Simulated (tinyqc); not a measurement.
Weaire-Thorpe hybrids on a Bethe lattice: gap and dangling bond of an amorphous tetrahedral solid, step by step. Values are carried at full precision from step to step, so a last printed digit may differ when a step is redone from the rounded ones.

Four sp3 hybrids an atom at energy 0, coupled by -V1 on the atom and by -V2 along a bond; the bonds form a tree (no rings). For any network the gap runs at least from -V2 + V1 to V2 - 3 V1, and p-like states pile up at -V2 + V1 and V2 + V1. On the tree the gap is wider: it ends at Ec = -V1 + sqrt(V2^2 + 4 V1^2 - 2 sqrt3 V1 V2), which makes it well wider than the gaps of the real glasses. A branch seen from a hybrid has the self-energy S = V2^2 g, where g is the Green function of the hybrid across the bond, whose three partners carry S themselves. With a = z - V1, b = a - S: g = 1/(a + V1 b/(b + 3 V1)), z = E + i eta. A full atom has G = (1/b)(b + 3 V1)/(b + 4 V1) per hybrid; a dangling hybrid with shift dh has G = 1/(1/g - dh).

Values chosen for the exercise (of the size of tabulated hybrid energies for amorphous silicon; the results hold for these values, not for the real material):
```
symbol  value  unit  meaning
V1      1.68   eV    coupling of two hybrids on one atom
V2      4.34   eV    coupling of the two hybrids of a bond
E       1.36   eV    energy
eta     0.02   eV    broadening
dh      0.02   eV    shift of the dangling hybrid (rehybridisation)
```

## Edges

Bounds -V2 + V1 and V2 - 3 V1. On the tree the s-like bands are narrower: E = -V1 -/+ sqrt(V2^2 + 4 V1^2 + V1 V2 e) with e from -2 sqrt3 to 2 sqrt3 (for a crystal, -4 to 4), so the conduction edge is -V1 + sqrt(V2^2 + 4 V1^2 - 2 sqrt3 V1 V2).

edges (eV): Ev -2.6600, Ec(bound) -0.7000, Ec(tree) 0.5263

gaps (eV): (bound, reached in the crystal) 1.9600, (tree) 3.1863

The gap needs no periodicity, only V2 > 2 V1 (here V2/V1 = 2.583); leaving out rings widens it by 1.226 eV. Two parameters give the trend, not the value.

## The self-energy at one energy

S = V2^2 g is a quadratic A S^2 + B S + C = 0 with A = a + V1, B = -(a (a + 4 V1) + V2^2), C = V2^2 (a + 3 V1), a = z - V1. Of the two roots take the one with Im S < 0 (if both qualify, the decaying one, with the smaller |V1 V2 g/(b + 3 V1)|).

A, B, C: 1.3600+0.0200i  -16.7872-0.1216i  88.9040+0.3767i

roots (eV): 6.1822+5.1770i  6.1600-5.2691i

S = 6.1600-5.2691i eV

## Densities at that energy

With z = E + i eta, b = z - V1 - S: full atom G = (b + 3 V1)/(b (b + 4 V1)); g = S/V2^2; dangling hybrid 1/(1/g - dh); densities -Im G/pi.

G (1/eV): (bulk) -0.0673-0.1039i, (dangling with dh = 0) 0.3270-0.2797i, (dangling with dh) 0.3276-0.2834i
densities (1/eV): (bulk) 0.0331, (dangling with dh = 0) 0.0890, (dangling with dh) 0.0902

## The dangling-bond level

For eta = 0 the level solves 1/g(E) = dh inside the gap (bisection); its weight on the dangling hybrid is 1/(d(1/g)/dE), by central differences with step 1e-5 eV.

level = 0.0110 eV
above Ev = 2.6710 eV
weight on the dangling hybrid = 0.547

The level lies at 84 % of the gap of the tree; 45 % of it spreads over the back bonds.

## Checks

- Conduction edge from the formula against the zero of the discriminant: both 0.526296.
- S from the quadratic against damped iteration of S = V2^2 g: both 6.159994.

Program tinyqc; command `OMP_NUM_THREADS=1 python tinyqc.py 1450788 1450789 out.jsonl`; about 0.03 s on one thread of a shared Intel(R) Xeon(R) Processor @ 2.30GHz.
